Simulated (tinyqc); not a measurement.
# Mobility of a non-polar semiconductor in the relaxation-time approximation, step by step

A worked calculation. Computed by tinyqc, a small Python program that keeps every step. Command: `OMP_NUM_THREADS=1 python tinyqc.py 3010266 3010267 out.jsonl rta walk`. One thread of a shared host (Intel(R) Xeon(R) Processor @ 2.30GHz), about 0.01 s of CPU time with the checks. Intermediate numbers are printed to about 5 digits and carried at full precision; extremes and crossings named in words are read from the listed rows.

Each valley is treated as a sphere of mass m_d for states and rates, with one isotropic relaxation time; the conductivity mass m_c sets the current.

Inputs (values chosen for the exercise, for a model non-polar semiconductor):

| quantity | value | unit |
|---|---|---|
| longitudinal mass m_l | 0.59 | m_0 |
| transverse mass m_t | 0.17 | m_0 |
| equivalent valleys Z | 3 | - |
| static permittivity eps_s | 16.2 | - |
| density rho | 6490 | kg/m^3 |
| sound velocity v_l | 11600 | m/s |
| acoustic deformation potential D_A | 6.3 | eV |
| phonon energy hbar w | 38.1 | meV |
| optical or intervalley deformation potential D_o | 8.6 | 1e8 eV/cm |
| final valleys Z_f | 2 | - |
| carrier density n | 8.4e+17 | 1/cm^3 |
| compensation ratio C | 0.065 | - |
| temperature T | 100 | K |
| neutral impurity density N_n | 6.6e+17 | 1/cm^3 |

Band: parabolic. Impurity formula: Brooks-Herring. Further scattering: neutral impurities.

Constants: k_B = 8.617333262e-05 eV/K; m_0 = 9.1093837015e-31 kg; e = 1.602176634e-19 C; hbar = 1.054571817e-34 J s; eps_0 = 8.8541878128e-12 F/m; k_B = 1.380649e-23 J/K; hbar = 6.582119569e-16 eV s.

## Masses

m_d = (m_l m_t^2)^(1/3); 1/m_c = (1/m_l + 2/m_t)/3; Hall mass factor A = 3 K_m (K_m + 2)/(2 K_m + 1)^2, K_m = m_l/m_t; N_I = n (1 + C)/(1 - C).

density-of-states mass m_d = 0.25739 m_0

conductivity mass m_c = 0.22289 m_0

Hall mass factor A = 0.90321

ionised impurity density N_I = 9.5679e+17 1/cm^3

## Fermi level and screening

Parabolic band: E = hbar^2 k^2/(2 m), speed v = hbar k/m, states per spin, volume and energy g(E) = m k/(2 pi^2 hbar^2). Here m = m_d. Masses are multiplied by m_0 and all formulas are in SI units. The reduced Fermi level eta = E_F/(k_B T) solves n = 2 Z int g f dE with f = 1/(1 + exp(x - eta)) (Z = 1 unless valleys are given); screening length L_s = sqrt(eps_s eps_0 k_B T/(e^2 dn/deta)), dn/deta = 2 Z int g f (1 - f) dE. Integrals over x = E/(k_B T) use 160 Gauss-Legendre points in u = sqrt(x) from 0 to sqrt(max(eta, 0) + 32).

reduced Fermi level eta = -0.65589

screening length L_s = 3.2571 nm

The gas is between the classical and degenerate limits.

## Rates at a few energies

Phonon occupation N_q = 1/(exp(hbar w/(k_B T)) - 1). Acoustic deformation potential (elastic, equipartition, absorption and emission together): 1/tau = 2 pi k_B T D_A^2 g(E)/(hbar rho v_l^2). Optical or intervalley deformation potential: 1/tau = (pi Z_f D_o^2/(rho w)) [N_q g(E + hbar w) + (N_q + 1) g(E - hbar w)], with g = 0 below the band edge. Each optical term is multiplied by (1 - f(E'))/(1 - f(E)), E' the final energy, for Pauli blocking. Singly charged impurities, momentum relaxation: 1/tau = N_I e^4 m (1 + 2 alpha E) Phi/(8 pi (eps_s eps_0)^2 hbar^3 k^3), with alpha = 0 for a parabolic band. Brooks-Herring: Phi = ln(1 + b) - b/(1 + b), b = 4 k^2 L_s^2. Neutral impurities (Erginsoy): 1/tau = 20 N_n a_B hbar/m, a_B = 4 pi eps_s eps_0 hbar^2/(m e^2).

Rates (1e12/s) at E = (max(eta, 0) + 0.5, 1, 2, 4) k_B T:

| E (meV) | acoustic | optical | ionised impurity | neutral impurity |
|---|---|---|---|---|
| 4.309 | 0.017487 | 0.028923 | 12.354 | 19.775 |
| 8.617 | 0.024731 | 0.027538 | 9.239 | 19.775 |
| 17.235 | 0.034974 | 0.026973 | 5.829 | 19.775 |
| 34.469 | 0.049461 | 0.029157 | 3.208 | 19.775 |

## Mobility for each process alone

mu = (m_d/m_c) (2 Z e/(3 n k_B T)) int g v^2 tau f (1 - f) dE. Averages over x are split at the emission threshold x_0 = hbar w/(k_B T): 64 Gauss-Legendre points in sqrt(x) below it and 128 in sqrt(x - x_0) above it, up to x = max(eta, 0) + 32.

acoustic mobility = 2.2599e+05 cm^2/(V s)

optical mobility = 2.4906e+05 cm^2/(V s)

ionised impurity mobility = 1762.8 cm^2/(V s)

neutral impurity mobility = 399.05 cm^2/(V s)

## All processes together

Rates are added at each energy before the average. With <y> = int g v^2 y f (1 - f) dE: Hall factor r_H = A (3 n k_B T/(2 Z m_d)) <tau^2/(1 + 2 alpha E)>/<tau>^2 (alpha = 0 for a parabolic band); Hall mobility r_H mu; |S| = (k_B/e) (<x tau>/<tau> - eta); resistivity 1/(n e mu).

drift mobility mu = 311.59 cm^2/(V s)

Hall factor r_H = 0.91064

Hall mobility = 283.75 cm^2/(V s)

Seebeck coefficient |S| = 299.34 microvolt/K

resistivity = 0.023846 ohm cm

Taking r_H = 1 in a Hall measurement would give a density 1.10 times the true one. Caution: Erginsoy's formula holds for k a_B below about 0.5 and for dopants that stay neutral, which means low temperature; elsewhere it is only a rough constant rate. Caution: n is taken as given; at low temperature (in diamond even at 300 K) real dopants can freeze out, which changes n and N_I.

## Matthiessen's rule against the full average

Matthiessen's rule adds 1/mu of the separate processes.

Separate mobilities:

| process | mu (cm^2/(V s)) | share of the sum of 1/mu (%) |
|---|---|---|
| acoustic | 2.2599e+05 | 1.4359e-01 |
| optical | 2.4906e+05 | 1.3029e-01 |
| ionised impurity | 1.7628e+03 | 1.8408e+01 |
| neutral impurity | 3.9905e+02 | 8.1319e+01 |

mobility by Matthiessen's rule = 324.50 cm^2/(V s)

excess of Matthiessen's rule over the full mu = 4.1419 %

The rule gives 324.5 against the full 311.6, 4.1 % too high; it can only overestimate, since each separate average is carried by the energies where that process is weak. One process, neutral impurity, holds 81 % of the resistance, so the error is small.

Checks made by the program: n against 2 Z (m k_B T/2 pi hbar^2)^(3/2) (2/sqrt(pi)) F_1/2(eta) by adaptive quadrature (relative difference below 1e-10); acoustic mobility against its closed form in Fermi integrals (relative difference below 1e-10); the sum rule (2 Z/(3 k_B T)) int g v^2 (1 + 2 alpha E) f (1 - f) dE = n/m_d (relative difference below 1e-10).
